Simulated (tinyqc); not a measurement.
Low-temperature mobility of a two-dimensional electron gas with static screening: one step, computed by the program tinyqc. Command: `OMP_NUM_THREADS=1 python tinyqc.py 3008401 3008402 out.jsonl twodeg walk`. One thread of a shared host (Intel(R) Xeon(R) Processor @ 2.30GHz), about 0.01 s of CPU time with the checks.

One subband is filled, the gas is degenerate and scatters at the Fermi circle; one permittivity serves on both sides of the interface. All formulas are in SI units, masses times m_0. Piezoelectric and polar phonons are left out, and n_s is taken as set by a gate, independent of N_i.

Problem. Fermi circle, screening and layer thickness. k_F = sqrt(2 pi n_s/g_v); E_F = hbar^2 k_F^2/(2 m); q_TF = g_v m e^2/(2 pi eps eps_0 hbar^2); Fang-Howard parameter b = [12 m_z e^2 (N_d + 11 n_s/32)/(eps eps_0 hbar^2)]^(1/3), mean depth 3/b; effective field F = e (N_d + n_s/2)/(eps eps_0).

Inputs (values chosen for the exercise, modelled on a silicon inversion layer):
```
quantity,value,unit
in-plane mass m,0.189,m_0
mass across the layer m_z,0.917,m_0
permittivity eps,11.6,-
valley degeneracy g_v,2,-
sheet density n_s,1.7e+12,1/cm^2
depletion charge N_d,2.5e+10,1/cm^2
```

Wave function: Fang-Howard. Roughness spectrum: exponential.

Constants: m_0 = 9.1093837015e-31 kg; e = 1.602176634e-19 C; eps_0 = 8.8541878128e-12 F/m; hbar = 1.054571817e-34 J s.

Give: k_F; E_F; q_TF; b; mean depth; effective field F.

Solution.

k_F = 0.2311 1/nm

E_F = 10.77 meV

q_TF = 1.232 1/nm

b = 1.111 1/nm

mean depth = 2.699 nm

effective field F = 0.1365 MV/cm

q_TF/(2 k_F) = 2.66: screening is strong for back-scattering.
